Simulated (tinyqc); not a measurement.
# Well width for a wanted wavelength

Question. The layer is x parts of the first compound and 1 - x of the second, grown coherently on the second as substrate and barrier. Rows of the table: lattice constant a, average valence level Ea on an absolute scale, spin-orbit splitting so, gaps at Gamma, X and L, hydrostatic deformation potentials av and ac (Gamma), shear potential b, elastic constants, electron and heavy-hole (along z) masses. All are interpolated linearly in x; gaps get -C x (1 - x), taken wholly in the conduction band; real line-ups can differ from this model by 0.1 eV or more. In-plane strain e = (a_substrate - a)/a, e_z = -2 (c12/c11) e, volume change 2 e + e_z. With v = 2 e + e_z and d = 2 b (e_z - e): Eav = Ea + av v; E_hh = Eav + so/3 - d/2; E_lh = Eav - so/6 + d/4 + sqrt(so^2 + so d + 9 d^2/4)/2; E_c = Ea + so/3 + EG + ac v (Gamma). Substrate: E_v = Ea + so/3, E_c = E_v + EG. Well depths: dEc = E_c(substrate) - E_c, dEhh = E_hh - E_v(substrate), dElh likewise; strained Gamma gap E_c - max(E_hh, E_lh); positive values confine carriers in the layer. Lowest level of a finite well of width Lw and depth V: kw Lw/2 = arctan(sqrt((mw/mb)(V - E)/E)), kw = sqrt(mw E/C), C = hbar^2/(2 m0), for electrons (dEc) and heavy holes (dEhh), mb from the substrate; transition E_c - E_hh + both levels, without exciton binding; wavelength h c/E. Find Lw and the two levels.

Parameters, values chosen for the exercise: fraction of the first compound in the layer x = 0.29; bowing of the Gamma gap CG = 0.1 eV; bowing of the X gap CX = 0.27 eV; bowing of the L gap CL = 0.27 eV.

Constants: q = 1.602176634e-19 C, hbar = 1.054571817e-34 J s, h = 6.62607015e-34 J s, m0 = 9.1093837015e-31 kg, c = 299792458 m/s, hbar^2/(2 m0) = 0.0380998212 eV nm^2. Results are converted to the units shown.

Binary compounds, values chosen for the exercise:
```
              close to InAs  close to InP
a (angstrom)          6.058         5.869
Ea (eV)               -6.67         -7.04
so (eV)               0.377         0.109
EG (eV)               0.353          1.33
EX (eV)                1.38          2.19
EL (eV)                1.08          1.94
av (eV)               0.992          1.28
ac (eV)               -5.09         -5.05
b (eV)                -1.82         -1.71
c11 (GPa)              82.4           102
c12 (GPa)              45.2          56.9
me (m0)              0.0231        0.0801
mh (m0)               0.328         0.537
```

wavelength = 1168.1439 nm

Solution. Both levels fall steadily as the well widens, so the wavelength rises steadily and one width matches.

Lw = 15.00 nm
electron level = 14.96 meV
heavy-hole level = 2.893 meV

Numbers from tinyqc (`OMP_NUM_THREADS=1 python tinyqc.py 2690170 2690171 out.jsonl`; about 0.01 s on one thread of a shared Intel Xeon 2.30GHz).
